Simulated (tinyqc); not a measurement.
Comparisons within one model: BHZ model on a square lattice (one spin block). A value that a table varies takes the place of the one given here.

h(k) = e0 + d.s with s the Pauli matrices in the basis (E, H), k in units of 1/a: dx = (A/a) sin kx, dy = (A/a) sin ky, dz = M - (2B/a^2)(2 - cos kx - cos ky), e0 = -(2D/a^2)(2 - cos kx - cos ky). The other spin block is h*(-k). For small k this is the continuum model with dz = M - B k^2.

Parameters, chosen for this exercise (of the size used for InAs / GaSb double wells; the results hold for these values, not for the real material): A = 0.78 eV angstrom; B = -89.8 eV angstrom^2; D = -21.2 eV angstrom^2; a = 50 angstrom (grid spacing); M = 0.0143 eV (mass term); k = (0.5, 0.44) 1/a (wave vector).

## Through the transition

M is varied. Direct gap at Gamma 2|M|; smallest direct gap on kx = 0 to 1 in steps of 0.01; nu = 1 for M/B > 0, else 0; middle gap of a ribbon of 40 rows at kx = 0 (block (A/a) sy/(2i) + (B/a^2) sz + D/a^2 between rows, hard walls).

Against M (meV):

| M | 2\|M\| | smallest direct gap | nu | ribbon gap |
|---|---|---|---|---|
| -40 | 80.0 | 29.73 | 1 | 0.004 |
| -25 | 50.0 | 23.22 | 1 | 0.001 |
| -15 | 30.0 | 18.27 | 1 | 0.002 |
| -8 | 16.0 | 12.91 | 1 | 0.003 |
| -3 | 6.0 | 6.00 | 1 | 0.002 |
| 3 | 6.0 | 6.00 | 0 | 6.731 |
| 8 | 16.0 | 16.00 | 0 | 16.565 |
| 15 | 30.0 | 30.00 | 0 | 30.503 |
| 30 | 60.0 | 60.00 | 0 | 60.464 |

What does this show, and why?

With B < 0, negative M is inverted. There edge states cross the bulk gap: the ribbon gap is 0.001 against 23.2 meV at M = -25 meV, and 0.002 against 6.0 at -3 meV, while for positive M confinement raises it above 2|M| (30.50 against 30 meV at M = 15 meV). For M = -40, -25, -15 and -8 meV the smallest direct gap has left Gamma, so at least one band is camel-backed.

## What each parameter does

Levels at k and dz there. Each row changes one parameter from the base and keeps the others.

Results:

| case | lower (meV) | upper (meV) | dz (meV) |
|---|---|---|---|
| base | -27.873 | 35.256 | 29.937 |
| A = 0.858 eV angstrom | -28.204 | 35.587 | 29.937 |
| B = -98.78 eV angstrom^2 | -29.360 | 36.743 | 31.501 |
| D = -16.96 eV angstrom^2 | -28.611 | 34.518 | 29.937 |
| M = 0.0193 eV | -32.650 | 40.033 | 34.937 |
| a = 52 angstrom | -26.911 | 33.737 | 28.757 |

How do the results move?

The largest shifts from the base row, up to three for each result and ties (the steps differ in size, so this ranks the rows, not the parameters). lower (meV): M -4.777, B -1.487, a +0.962. upper (meV): M +4.777, a -1.519, B +1.487. dz (meV): M +5.000, B +1.564, a -1.180; unchanged at the printed digits by A and D. D shifts both levels alike and leaves the states, so it cannot change the topology while the gap stays open.

tinyqc: `OMP_NUM_THREADS=1 python tinyqc.py 1451660 1451661 out.jsonl`; about 0.07 s, one thread, shared Intel(R) Xeon(R) Processor @ 2.30GHz.
